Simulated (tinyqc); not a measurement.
IGBT as a p-i-n diode in series with a MOS channel, on-state and switching loss: one step of the calculation.

High injection (n = p) in a drift layer from x = -W/2 (anode) to +W/2 (cathode side), recombination only in the layer with lifetime tau, ideal emitters. The channel feeds the cathode side and carries the whole current. Auger recombination, carrier-carrier scattering, emitter losses and the carrier dip under the p body are left out.

Task. Ambipolar length. b = mn/mp, B = (b - 1)/(b + 1), La = sqrt(2 Vt mn mp tau/(mn + mp)), y = W/(2 La).

Inputs (values chosen for the exercise); material values close to those of silicon:
```
symbol  value        unit                   meaning
T         300           K               temperature
mn       1400  cm^2/(V s)         electron mobility
mp        480  cm^2/(V s)             hole mobility
W         200          um  width of the drift layer
tau       2.9          us   high-injection lifetime
```

Constants: q = 1.602176634e-19 C, kB = 1.380649e-23 J/K, Vt = kB T/q. Results are converted to the units shown.

Find: b; B; La; y.

Result.

b = 2.917
B = 0.4894
La = 73.21 um
y = 1.366

Computed by the program tinyqc: `OMP_NUM_THREADS=1 python tinyqc.py 2590030 2590031 out.jsonl`, one thread of a shared Intel Xeon 2.30GHz, about 0.01 s for the whole run.
